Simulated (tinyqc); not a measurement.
Hole mobility in a silicon inversion layer, empirical terms and Matthiessen rule: one step of the calculation.

Inversion layer of sheet density Ns on a uniformly doped body. The mobility terms are empirical power laws with prefactors chosen for the exercise; adding their inverses (Matthiessen) is itself an approximation.

Problem. Mobility terms and their sum. With t = T/(300 K): muC = Ac (Ns/1e12 cm^-2) t/(Nb/1e17 cm^-3 + Nit/1e11 cm^-2), muP = Ap E^(-1/3) t^(-1.75), muS = As E^(-gs); 1/mu is the sum of the inverses.

Values chosen for this exercise; material values close to those of silicon:
- T = 250 K (temperature)
- Nb = 1.8e18 cm^-3 (body doping)
- Ap = 143 cm^2/(V s) (phonon-limited mobility at 1 MV/cm and 300 K)
- As = 422 cm^2/(V s) (roughness-limited mobility at 1 MV/cm)
- gs = 1 (exponent of the roughness term)
- Ac = 2000 cm^2/(V s) (Coulomb prefactor)
- Nit = 2.8e10 cm^-2 (charge at the interface)
- Ns = 1.2e12 cm^-2 (inversion density)

E = 0.80978116 MV/cm

Give: terms; mu; shares of 1/mu.

Solution.

terms (cm^2/(V s)): Coulomb 109.4, phonon 211.1, roughness 521.1
mu = 63.31 cm^2/(V s)
shares of 1/mu (%): Coulomb 57.86, phonon 29.99, roughness 12.15

The Coulomb term limits most.

Program tinyqc, `OMP_NUM_THREADS=1 python tinyqc.py 2510083 2510084 out.jsonl`; Intel Xeon 2.30GHz, shared host, one thread, about 0.01 s.
